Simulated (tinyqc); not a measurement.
Equal gaps, different models: fitting sp3s* parameters to three gaps by Newton steps.

sp3s* tight binding, nearest neighbours only: anion (a) at 0, cation (c) at a/4 (1,1,1), orbitals s, px, py, pz, s* on each; k in units of 2 pi/a. With phases e_j = exp(i (pi/2) k.n_j) for n = (1,1,1), (1,-1,-1), (-1,1,-1), (-1,-1,1): g0 = (e1+e2+e3+e4)/4, g1 = (e1+e2-e3-e4)/4, g2 = (e1-e2+e3-e4)/4, g3 = (e1-e2-e3+e4)/4. The diagonal holds the levels Esa, Epa, Exa (s*) and Esc, Epc, Exc. Anion-cation block: <sa|sc> = Vss g0; <sa|xc> = Vsapc g1; <xa|sc> = -Vscpa g1; <xa|xc> = Vxx g0; <xa|yc> = <ya|xc> = Vxy g3, <xa|zc> = <za|xc> = Vxy g2, <ya|zc> = <za|yc> = Vxy g1; <s*a|xc> = Vxapc g1; <xa|s*c> = -Vpaxc g1; y and z take g2 and g3 in place of g1; s-s* and s*-s* vanish.

Gaps are level 5 at Gamma, X = (1,0,0) and L = (1/2,1/2,1/2) less level 4 at Gamma; no spin-orbit coupling. Free parameters: Vss, Vsapc and Vpaxc. H is linear in them, so by Hellmann-Feynman J_ij = <u|dH/dp_j|u> for level 5 at point i less the same for level 4 at Gamma. Newton: p(new) = p + J^-1 (target - gaps); stop when all misses are below 1e-7 eV.

Constants: hbar^2/2m0 = 3.80998211 eV angstrom^2.

Inputs chosen for the exercise (out of a larger set: near a published set for GaAs, fitted to gaps, whose masses and valley positions are rough; not measured data):
```
symbol  value                                                                                          unit      meaning
p       (-8.386, 1.042, -2.656, 3.667, 8.598, 6.704, -6.457, 1.942, 5.06, 4.449, 5.826, 4.803, 4.779)  eV        start, order Esa, Epa, Esc, Epc, Exa, Exc, Vss, Vxx, Vxy, Vsapc, Vscpa, Vxapc, Vpaxc
tg      (1.5828, 2.0979, 1.784)                                                                        eV        target gaps at Gamma, X, L
a       5.652                                                                                          angstrom  lattice constant
```

The same three targets are met with other triples of free parameters (those for which Newton converges within 3 eV of the start). Not fitted: level 5 at K = (3/4,3/4,0) above Ev, the spacing of levels 6 and 5 at X, the depth of level 2 at X below Ev, the valence width at Gamma, and the mass c q^2/(E(q) - E(0)) of level 5 along [100], q = 0.002 (2 pi/a), c = hbar^2/2m0.

Unfitted results:
```
free parameters    largest change (eV)  K (eV)  X spacing (eV)  level 2 at X (eV)  valence width (eV)  mass (m0)
start                            0.000   1.990           0.369              7.539              12.596     0.1162
Vss, Vxapc, Vpaxc                0.496   2.077           0.621              7.416              12.646     0.1210
Esc, Vxapc, Vpaxc                0.371   2.074           0.566              7.404              12.574     0.1205
Vss, Vsapc, Vpaxc                0.295   2.070           0.492              7.464              12.646     0.1192
Esa, Vxapc, Vscpa                0.168   2.065           0.412              7.695              12.478     0.1149
Vss, Exa, Exc                    1.226   2.078           0.695              7.489              12.646     0.1210
Esc, Vsapc, Exc                  0.383   2.068           0.462              7.482              12.574     0.1188
```

All fitted rows have the same three gaps, yet they spread by 13 meV at K, 284 meV in the X spacing, 291 meV in level 2 at X, 168 meV in the valence width and 5.1 % in the mass. The smallest change of parameters, 0.168 eV, is that of Esa, Vxapc, Vscpa. A fit fixes what it was given and leaves the rest to the choice of free parameters.

(tinyqc, `OMP_NUM_THREADS=1 python tinyqc.py 1450370 1450371 out.jsonl`, Intel(R) Xeon(R) Processor @ 2.30GHz, 1 thread, shared host, about 0.1 s.)
